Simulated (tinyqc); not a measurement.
Self-heating of a transistor with one or more fingers, with temperature-dependent conductivity: one step, computed by the program tinyqc. Command: `OMP_NUM_THREADS=1 python tinyqc.py 3025895 3025896 out.jsonl selfheat walk`. One thread of a shared host (Intel(R) Xeon(R) Processor @ 2.30GHz), about 0.05 s of CPU time with the checks.

N long parallel fingers lie on the top face of a slab whose bottom is held at T_0; the top is otherwise insulated, and heat flows in two dimensions. P in W/mm is 1000 P in W/m.

Task: Linear temperature rise of each finger. theta_i = (P/(pi kappa_0)) [g_0 + sum over j != i of g(|i - j| s)], with equal powers and constant conductivity; thermal resistance = largest theta/P.

Inputs (values chosen for the exercise, modelled on indium phosphide): conductivity at the base temperature kappa_0 = 51.4 W/(m K); power per gate width P = 0.31 W/mm; fingers N = 3.

Power: fixed power.

own factor g_0 = 8.372463

g(j s), j = 1..7: [2.364783, 1.680427, 1.289377, 1.021397, 0.822801, 0.669358, 0.547859]

Give: theta of each finger; largest theta; thermal resistance.

Result:

theta of each finger (K): [23.84, 25.15, 23.84]

largest theta = 25.15 K

thermal resistance = 81.14 K mm/W

The neighbours supply 36 % of the rise of the hottest finger, which runs 1.3 K above the outer ones.
